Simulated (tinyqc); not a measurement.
# Conduction-band offset of an n-N heterojunction from carrier-profile moments, step by step

tinyqc, about 0.08 s, one thread, Intel Xeon 2.30GHz (shared host): `OMP_NUM_THREADS=1 python tinyqc.py 2410009 2410010 out.jsonl` Printed values are rounded.

Layer 1 (x < 0) accumulates electrons and layer 2 (x > 0) is depleted. Boltzmann statistics. The bands bend down by V1 in layer 1 and up by V2 in layer 2, with V1 + V2 = VD = dE + Vt ln[(N2/Nc2)/(N1/Nc1)].

Parameters, values chosen for the exercise; values of the order of III-V alloys:
```
symbol,value,unit,meaning
T,200,K,temperature
eps_r,12.7,,relative permittivity of both layers
Nc1,2.6e17,cm^-3,density of states of the narrow-gap layer 1
Nc2,1e18,cm^-3,density of states of the wide-gap layer 2
dE,0.22,eV,conduction-band offset
N1,1.3e16,cm^-3,donor density in layer 1
N2,2.4e16,cm^-3,donor density in layer 2
si,0,cm^-2,fixed charge at the interface
```

Constants: q = 1.602176634e-19 C, kB = 1.380649e-23 J/K, Vt = kB T/q, eps0 = 8.8541878128e-14 F/cm where lengths are in cm. Results are converted to the units shown.

Range of the model: The accumulated density at the interface nears Nc1, where degeneracy and quantisation set in.

## Division of the diffusion potential

Sheet densities from the first integral: Q1 = sqrt((2 eps0 eps_r Vt N1/q)(exp(u1) - u1 - 1)) extra electrons, Q2 = sqrt((2 eps0 eps_r Vt N2/q)(exp(-u2) + u2 - 1)) missing ones, u = V/Vt; neutrality Q1 = Q2 + si. Q1 - Q2 rises steadily with V1, so V1 follows by bisection.

VD = 0.2073503 V
V1 = 0.05063639 V
V2 = 0.1567139 V
Q1 = 2.167701e11 cm^-2
n at x = 0- = 2.454281e17 cm^-3
n at x = 0+ = 2.698951e12 cm^-3

n drops across the interface by 90900 = (Nc1/Nc2) exp(dE/Vt).

## Electron profile

-x, left point 0 to 9 (nm): 0  0.705  4.28  12.3  25.9  46.3  74.4  111  157  214
x, right point 0 to 9 (nm): 0  14.2  35  59.3  86.2  115  146  178  212  247

Integrate the field q Q(V)/(eps0 eps_r) away from the interface on each side; n = N exp(+/- V/Vt).

n in layer 1, left point 0 to 9 (cm^-3): 2.45428e17  2.17291e17  1.31036e17  6.28862e16  3.20763e16  1.99355e16  1.52991e16  1.36409e16  1.31383e16  1.30212e16
n in layer 2, right point 0 to 9 (cm^-3): 2.69895e12  2.81521e13  4.24898e14  3.52164e15  1.18304e16  1.93969e16  2.27167e16  2.36828e16  2.39298e16  2.39852e16

## Offset from the moments

A C-V profile smears n(x) but keeps its zeroth and first moments: si = -int (N - n) dx, VD = (q/(eps0 eps_r)) int (N - n) x dx, dE = VD - Vt ln[(N2/Nc2)/(N1/Nc1)]. Use the trapezoidal rule on each side.

si = 1.678701e10 cm^-2
VD = 0.2063322 V
dE = 0.2189819 eV

On these few points dE comes out -1.0 meV from the true 0.22 eV, and si misses by 1.7e10 cm^-2, 7.7 % of Q1.
